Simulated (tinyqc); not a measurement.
Metal gate on a two-layer dielectric stack with fixed charge and a dipole: one step of the calculation.

Gate, layer 2, layer 1, p-type semiconductor; x runs from the gate inwards. Charges are counted in units of +q. psi is the band bending at the surface, positive towards inversion. Classical charge, Boltzmann statistics, no interface traps.

Question. Charge in the semiconductor. ni = sqrt(Nc Nv) exp(-Eg/(2 Vt)), Eg in volts. Qs = -sign(psi) sqrt(2 q eps0 eps_r Na Vt [exp(-u) + u - 1 + (ni/Na)^2 (exp(u) - u - 1)]), u = psi/Vt.

Inputs (values chosen for the exercise); band and dielectric values close to those of silicon, layer 1 close to silicon dioxide, layer 2 close to hafnium oxide: temperature T = 300 K; band gap Eg = 1.14 eV; relative permittivity eps_r = 11.7; conduction-band density of states at T Nc = 2.83e19 cm^-3; valence-band density of states at T Nv = 2.69e19 cm^-3; acceptor density Na = 1.7e18 cm^-3; band bending psi of the working point ps = 1.096 V.

Constants: q = 1.602176634e-19 C, kB = 1.380649e-23 J/K, Vt = kB T/q, eps0 = 8.8541878128e-14 F/cm where lengths are in cm. Results are converted to the units shown.

Give: Qs.

Answer.

Qs = -1.1422 uC/cm^2

The surface is in strong inversion: psi exceeds 2 Vt ln(Na/ni) = 0.996 V.

Numbers from tinyqc (`OMP_NUM_THREADS=1 python tinyqc.py 2010153 2010154 out.jsonl`; about 0.01 s on one thread of a shared Intel Xeon 2.30GHz).
